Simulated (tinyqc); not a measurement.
# Implanted layer, carriers, mobility and sheet resistance: two studies

An n-type layer from the surface x = 0 to the junction xj, N(x) = N0 exp(-(x - Rp)^2/(2 sg^2)). Local neutrality (no depletion at surface or junction, no spilling of carriers), intrinsic carriers neglected, full ionisation of active dopants.

Inputs (values chosen for the exercise); values close to those of silicon in GaN over a p-type background:
```
symbol    value        unit                                 meaning
T           350           K                             temperature
Nb       1.7e15       cm^-3  background doping of the opposite type
N0       2.4e19       cm^-3             peak chemical concentration
m1         54.2  cm^2/(V s)           mobility limit at high doping
m2         1020  cm^2/(V s)  mobility limit at low doping, at 300 K
Nr      1.95e17       cm^-3    reference doping of the mobility law
am        0.698                        exponent of the mobility law
bt          1.9                          temperature exponent of m2
Ns      9.73e19       cm^-3       solubility limit of active dopant
sg           58          nm                straggle after annealing
Rp           79          nm                         projected range
```

Constants: q = 1.602176634e-19 C. Results are converted to the units shown.

Each table varies one quantity; the others keep the values above.

## Effect of the peak chemical concentration

xj = Rp + sg sqrt(2 ln(N0/Nb)). Active dopant A = min(N, Ns); n = A - Nb; mobility mu = m1 + (m2 (T/300 K)^(-bt) - m1)/(1 + ((A + Nb)/Nr)^am). Dose = integral of N, carrier sheet density = integral of n, 1/Rs = q integral of n mu, mean mobility 1/(q Rs sheet density), Hall mobility (unit Hall factor) = integral of n mu^2 over integral of n mu, Hall sheet density = (integral of n mu)^2/integral of n mu^2; all from 0 to xj. Integrals on 4000 steps.

Effect of the peak chemical concentration:
columns A: N0 (cm^-3); B: xj (nm); C: dose (cm^-2); D: carriers (cm^-2); E: Rs (ohm/square); F: mean mobility (cm^2/(V s)); G: Rs xj (ohm nm); H: Hall/true sheet density
```
A           B         C         D      E      F        G       H
1.3e17  249.8  1.723e12  1.681e12   7515  494.1  1.877e6  0.9915
3.6e17  268.8  4.778e12  4.732e12   3508  376.0  9.431e5  0.9771
9.9e17  286.0  1.314e13  1.310e13   1800  264.8  5.146e5  0.9531
2.7e18  301.7  3.585e13  3.580e13  967.9  180.1  2.920e5  0.9266
7.3e18  316.2  9.694e13  9.688e13  515.8  124.9  1.631e5  0.9124
2e19    330.1  2.656e14  2.655e14  255.8  91.88  8.446e4  0.9206
5.4e19  343.1  7.171e14  7.170e14  117.8  73.91  4.040e4  0.9449
1.5e20  355.8  1.992e15  1.629e15  58.21  65.81  2.071e4  0.9674
4e20    367.5  5.312e15  1.987e15  48.40  64.90  1.779e4  0.9745
```

What does the comparison show?

As N0 goes from 1.3e17 to 4e20, xj rises from 250 to 367 nm, Rs falls from 7510 to 48.4 ohm/square, the mean mobility falls from 494 to 64.9 cm^2/(V s) and the share of the dose that conducts goes from 97.5 through a maximum of 100 (at N0 = 5.4e19 among the rows listed) to 37.4 %. Rs goes as dose^(-0.75) at the low end and dose^(-0.19) at the high end; constant mobility and activation would give -1. Above N0 = Ns = 9.73e19 cm^-3 added dopant only widens the clipped top. For N0 = 1.3e17 depletion at the junction, left out, would remove a tenth of the carriers or more.

## Effect of the background doping of the opposite type

Same model as above.

Integrals on 4000 steps.

Effect of the background doping of the opposite type:
columns A: Nb (cm^-3); B: xj (nm); C: dose (cm^-2); D: carriers (cm^-2); E: Rs (ohm/square); F: mean mobility (cm^2/(V s)); G: Rs xj (ohm nm); H: Hall/true sheet density
```
A           B         C         D      E      F        G       H
1e14    367.7  3.187e14  3.187e14  223.2  87.75  8.207e4  0.9225
4.4e14  349.9  3.187e14  3.187e14  223.2  87.74  7.810e4  0.9229
1.9e15  331.1  3.187e14  3.186e14  223.3  87.71  7.394e4  0.9245
8.3e15  310.6  3.187e14  3.184e14  223.8  87.60  6.949e4  0.9292
3.6e16  288.2  3.187e14  3.176e14  225.2  87.26  6.489e4  0.9407
1.6e17  262.6  3.184e14  3.142e14  230.0  86.35  6.040e4  0.9610
6.9e17  233.5  3.174e14  3.013e14  245.7  84.32  5.738e4  0.9824
3e18    197.3  3.115e14  2.523e14  308.3  80.23  6.083e4  0.9958
```

What does the comparison show?

As Nb goes from 1e14 to 3e18, xj falls from 368 to 197 nm, Rs rises from 223 to 308 ohm/square, the mean mobility falls from 87.7 to 80.2 cm^2/(V s) and the share of the dose that conducts falls from 100 to 81.0 %.

Numbers from tinyqc (`OMP_NUM_THREADS=1 python tinyqc.py 2110037 2110038 out.jsonl`; about 0.01 s on one thread of a shared Intel Xeon 2.30GHz).
